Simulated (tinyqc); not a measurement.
Comparisons within one model: core-shell quantum dot (spherical envelope functions). A value that a table varies takes the place of the one given here.

Parabolic bands; strain and other valleys are left out. s states, u = r psi, hard wall at R + H, c = hbar^2/2m0, energies from the band edges of the core. Core: u = sin(k1 r)/k1, k1 = sqrt(m1 E/c). At R, psi and psi'/m are continuous, so u is continuous and its slope in the shell is s = u/R + (m2/m1)(u' - u/R). Shell: u(R + x) = u(R) cos(k2 x) + s sin(k2 x)/k2, k2 = sqrt(m2 (E - V)/c); for negative arguments the functions turn into sinh and cosh. A level has u(R + H) = 0.

Overlap = (integral of u_e u_h)^2 with normalised u. Coulomb integrals J_ab = (q/eps) double integral of u_a(r)^2 u_b(s)^2/max(r, s), q = e^2/(4 pi eps0), one eps everywhere. Exciton E = Eg + E_e + E_h - J_eh; first-order biexciton shift J_ee + J_hh - 2 J_eh (positive: repulsive).

Constants: hbar^2/2m0 = 3.80998211 eV angstrom^2; e^2/(4 pi eps0) = 14.39964547 eV angstrom; hc = 1239.841984 eV nm.

Values chosen for the exercise (near those of an InAs/InP core-shell dot; not measured data): R = 25 angstrom (core radius); Vc = 0.497 eV (conduction edge of the shell above that of the core); Vv = 0.4 eV (hole barrier of the shell); me1 = 0.031 m0 (electron, core); me2 = 0.078 m0 (electron, shell); mh1 = 0.358 m0 (hole, core); mh2 = 0.487 m0 (hole, shell); Eg = 0.425 eV (gap of the core); eps = 12.2 (dielectric constant); Hs = (4, 8, 11, 23, 30, 41, 67) angstrom (shell thicknesses); H = 13 angstrom (shell thickness).

## Growing the shell

All quantities anew for each H.

Results:
```
H (angstrom)  E_e (eV)  E_h (eV)  electron in core  overlap  J_eh (meV)  E (eV)  biexciton shift (meV)
4               0.9820    0.1210             0.947    0.967        67.2   1.461                    1.0
8               0.6763    0.1091             0.849    0.928        61.4   1.149                    2.1
11              0.5756    0.1069             0.785    0.895        59.0   1.049                    2.9
23              0.4470    0.1059             0.627    0.772        53.8   0.924                    5.9
30              0.4279    0.1059             0.579    0.724        52.1   0.907                    7.0
41              0.4164    0.1059             0.537    0.676        50.3   0.897                    8.2
67              0.4108    0.1059             0.502    0.635        48.7   0.893                    9.2
```

The line moves by -568 meV: the electron gives -571, the hole -15 and the weaker attraction +19 meV. Over the last step E_e moves by -5.6 meV and E_h by 0.0 meV; the electron level lies just below the shell edge Vc, so it is weakly bound and still feels the outer wall. The overlap goes from 0.967 to 0.635, which scales the radiative lifetime by 1.5 if the rate is proportional to it. Up to H = 67 angstrom E_e exceeds 0.15 Eg, where a parabolic band overstates it.

## What each parameter does

All quantities anew. Each row changes one parameter from the base and keeps the others.

Results:
```
case             E (eV)  overlap  electron in core  biexciton shift (meV)
base              1.008    0.872             0.749                    3.5
R = 28 angstrom   0.931    0.875             0.786                    3.1
H = 18 angstrom   0.951    0.818             0.678                    4.8
Vc = 0.597 eV     1.032    0.882             0.761                    3.2
Vv = 0.3 eV       1.002    0.904             0.749                    2.7
me2 = 0.098 m0    0.940    0.862             0.742                    3.9
mh1 = 0.286 m0    1.022    0.907             0.749                    2.4
eps = 14          1.015    0.872             0.749                    3.0
```

The largest shifts from the base row, up to three for each result and ties (the steps differ in size, so this ranks the rows, not the parameters). E (eV): R -0.077, me2 -0.068, H -0.057. overlap: H -0.054, mh1 +0.035, Vv +0.031; unchanged at the printed digits by eps. electron in core: H -0.072, R +0.036, Vc +0.011; unchanged at the printed digits by Vv, mh1 and eps. biexciton shift (meV): H +1.3, mh1 -1.1, Vv -0.8.

(tinyqc, `OMP_NUM_THREADS=1 python tinyqc.py 1280188 1280189 out.jsonl`, Intel(R) Xeon(R) Processor @ 2.30GHz, 1 thread, shared host, about 0.03 s.)
